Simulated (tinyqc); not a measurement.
Inside a calculation. Model: ESD clamp with bipolar snapback, compact model and design window.

Program tinyqc, `OMP_NUM_THREADS=1 python tinyqc.py 2670105 2670106 out.jsonl`; Intel Xeon 2.30GHz, shared host, one thread, about 0.02 s. Printed values are rounded.

The drain junction multiplies the current that enters it: Igen = (M - 1)(Ic + I0), M = 1/(1 - (Vj/BV)^n). The generated holes leave through the substrate resistance and the base of the parasitic npn: Igen = Vb/Rb + Ic/be, Ic = Is exp(Vb/Vt). Terminal current I = Ic + I0 + Igen and voltage V = Vj + I Ro, per width. Isothermal, constant gain.

Inputs (values chosen for the exercise); values close to those of grounded-gate n-channel clamps:
```
symbol    value    unit                               meaning
T           300       K                           temperature
BV          7.3       V            junction breakdown voltage
n           2.6                exponent of the multiplication
be         10.9             current gain of the parasitic npn
Is      1.1e-18    A/um                    saturation current
I0      2.4e-12    A/um                      junction leakage
Rb        48000  ohm um                  substrate resistance
Ro          480  ohm um  drain ballast and contact resistance
It2         9.1   mA/um            failure current for 100 ns
Wf           20      um                          finger width
Nf           10                             number of fingers
Lv            2      kV                human-body-model level
Vox        12.1       V    oxide breakdown voltage for 100 ns
Vdd         2.5       V                        supply voltage
```

Constants: q = 1.602176634e-19 C, kB = 1.380649e-23 J/K, Vt = kB T/q. Results are converted to the units shown.

## The snapback curve

Vb, point 0 to 8 (V): 0.05  0.3  0.475  0.535  0.585  0.725  0.854  0.874  0.904

For given Vb: Ic, Igen, M = 1 + Igen/(Ic + I0), Vj = BV (1 - 1/M)^(1/n), I and V.

```
point   Ic (uA/um)          M   Vj (V)  I (uA/um)    V (V)
0      7.60949e-12  4.34027e5  7.29999    1.04167  7.30049
1       1.20551e-7  2.47962e6  7.30000    6.25000  7.30300
2       1.04964e-4    92171.7  7.29997    9.89595  7.30472
3       0.00106905    10403.7  7.29973    11.1470  7.30508
4       0.00739537    1648.55  7.29830    12.1956  7.30415
5          1.66286    10.1750  7.01524    16.9196  7.02336
6          244.321    1.16456  3.43927    284.528  3.57584
7          529.598    1.12612  3.14511    596.393  3.43138
8          1690.15    1.10289  2.93158    1864.04  3.82632
```

V peaks at Vt1 = 7.305 V and falls to Vh = 3.431 V: once the npn supplies current, a small M feeds the base. At high current M tends to 1 + 1/be and Vj to BV (1 + be)^(-1/n) = 2.816 V.

## Iteration 1: base voltage at the failure current

Vb at the start = 0.81 V

I(Vb) = Ic (1 + 1/be) + I0 + Vb/Rb, I' = Ic (1 + 1/be)/Vt + 1/Rb; Newton steps on ln I: Vb(new) = Vb - ln(I/It2) I/I'. V follows from the introduction.

I = 0.0655061 mA/um
V = 4.74115 V
I' = 1.90197 mS/um
Vb after iteration 1 = 0.979929 V

## Iteration 2: base voltage at the failure current

As before.

I = 34.8218 mA/um
V = 19.5375 V
I' = 1346.20 mS/um
Vb after iteration 2 = 0.945217 V

## Course of the iteration: base voltage at the failure current

Stop when Vb changes by less than 1e-10 V, or after 20 iterations. Vb must stay between 0 and 8 V.

Course of the iteration:
```
iteration    Vb (V)  |change| (V)
1          0.979929         0.170
2          0.945217        0.0347
3          0.945196       2.10e-5
4          0.945196      1.75e-11
```

Converged in 4 iterations. At the end the number of correct digits about doubles with each step.

## Design window and human-body level

Vt1 = 7.30508 V
Vh = 3.43134 V
Vt2 = 7.20948 V

Human-body model: 100 pF through 1500 ohm, peak current about (level - Vt2)/1500 ohm, decay time 150 ns. All fingers turn on before the first fails if Vt2 > Vt1; then the clamp carries Nf Wf It2, otherwise in the worst case Wf It2. Margins: Vh - 1.1 Vdd against latching in operation, Vox - max(Vt1, Vt2) for the protected oxide.

peak current = 1.32853 A
current the clamp carries = 0.182 A
level it withstands = 0.280209 kV
holding margin = 0.681336 V
oxide margin = 4.79492 V

Uniform turn-on is not assured; the clamp fails the level. Both margins are positive.
